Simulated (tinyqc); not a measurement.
Worked calculation: RKS/B3LYP (VWN-RPA form) in the sto-3g basis, for H3-, spin multiplicity 1. The basis has no diffuse functions, so it cannot describe the extra electron: this is an exercise in the method, not the real anion. One step of it, computed by the program tinyqc.

Task: Iteration 1: building the Kohn-Sham matrix. J_ij = sum D_kl (ij|kl), K_ij = sum D_kl (ik|jl); F = H + J - 0.1 K + V_xc; E = tr D H + tr D J / 2 - 0.05 tr D K + E_xc + E_nn.

D at the start, lower triangle:
```
           1H 1s      2H 1s     3H 1s
1H 1s   1.594058
2H 1s   0.889311   0.497935
3H 1s  -1.288473  -0.659826  2.979958
```

core Hamiltonian H = T + V (hartree), lower triangle:
```
           1H 1s      2H 1s      3H 1s
1H 1s  -1.507014
2H 1s  -0.981065  -1.507014
3H 1s  -0.981228  -0.981228  -1.507081
```

Two-electron integrals (ij|kl) in chemists' order, unique and non-zero (hartree):
```
(11|11) 0.774606   (21|11) 0.316766   (21|21) 0.164613   (22|11) 0.483284
(22|21) 0.316766   (22|22) 0.774606   (31|11) 0.316835   (31|21) 0.148774
(31|22) 0.255732   (31|31) 0.164675   (32|11) 0.255732   (32|21) 0.148774
(32|22) 0.316835   (32|31) 0.148798   (32|32) 0.164675   (33|11) 0.483333
(33|21) 0.255705   (33|22) 0.483333   (33|31) 0.316835   (33|32) 0.316835
(33|33) 0.774606
```

nuclear repulsion = 1.61350515 hartree

V_xc (hartree), lower triangle:
```
           1H 1s      2H 1s      3H 1s
1H 1s  -0.415629
2H 1s  -0.188008  -0.349977
3H 1s  -0.200126  -0.189527  -0.451663
```

E_xc = sum of w rho eps_xc = -1.36880497 hartree

Give: Coulomb J; exchange K; Kohn-Sham matrix F; total energy of this density.

Result:

Coulomb J (hartree), lower triangle:
```
        1H 1s   2H 1s   3H 1s
1H 1s  2.3252
2H 1s  1.1377  2.0827
3H 1s  1.2204  1.1734  2.5396
```

exchange K (hartree), lower triangle:
```
        1H 1s   2H 1s   3H 1s
1H 1s  1.3581
2H 1s  0.8942  0.9007
3H 1s  0.7812  0.7500  1.6829
```

Kohn-Sham matrix F (hartree), lower triangle:
```
         1H 1s    2H 1s   3H 1s
1H 1s   0.2667
2H 1s  -0.1208   0.1356
3H 1s  -0.0390  -0.0723  0.4126
```

total energy of this density = -0.810460 hartree
